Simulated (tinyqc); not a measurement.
Inside a calculation. Method: one-electron ion in a basis of Gaussians. Computed by tinyqc, a small Python program that keeps every step. Settings: Z = 6, l = 0. Command: `OMP_NUM_THREADS=1 python tinyqc.py 20040 20041 out.jsonl` (the two numbers bound the seeds that draw the settings). One thread of a shared host (Intel(R) Xeon(R) Processor @ 2.60GHz), about 0.01 s of CPU time with the checks.

## Matrices over normalised Gaussians

exponents of r^l exp(-a r^2) (1/bohr^2): [1.142000, 4.465000, 17.450000]

Z = 6

l = 0

With p = a_i + a_j and I(k) = Gamma((k+1)/2) / (2 p^((k+1)/2)): S = I(2l+2), T = (2l+3) a_i a_j S / p, V = -Z I(2l+1), each divided by sqrt(S_ii S_jj).

S:
```
[[1.000000, 0.722878, 0.332776],
 [0.722878, 1.000000, 0.723012],
 [0.332776, 0.723012, 1.000000]]
```

T (hartree):
```
[[1.713000, 1.972164, 1.070061],
 [1.972164, 6.697500, 7.711558],
 [1.070061, 7.711558, 26.175000]]
```

V (hartree):
```
[[-10.231855, -11.588745, -9.714520],
 [-11.588745, -20.231684, -22.915139],
 [-9.714520, -22.915139, -39.996227]]
```

## Generalised eigenproblem

H = T + V (hartree):
```
[[-8.518855, -9.616581, -8.644459],
 [-9.616581, -13.534184, -15.203581],
 [-8.644459, -15.203581, -13.821227]]
```

Solve H C = S C e through S^(-1/2); each column has its largest component positive (the first on a tie).

eigenvalues of S: [0.130539, 0.667224, 2.202237]

eigenvalues (hartree): [-16.786665, -4.139421, 10.306977]

coefficients:
```
[[0.060536, 1.288059, -0.908501],
 [0.480339, -0.544961, 2.026918],
 [0.559160, -0.279483, -1.448577]]
```

For Z = 6 and l = 0 the exact lowest level is -Z^2/(2 n^2) with n = l + 1: -18.000000 hartree.
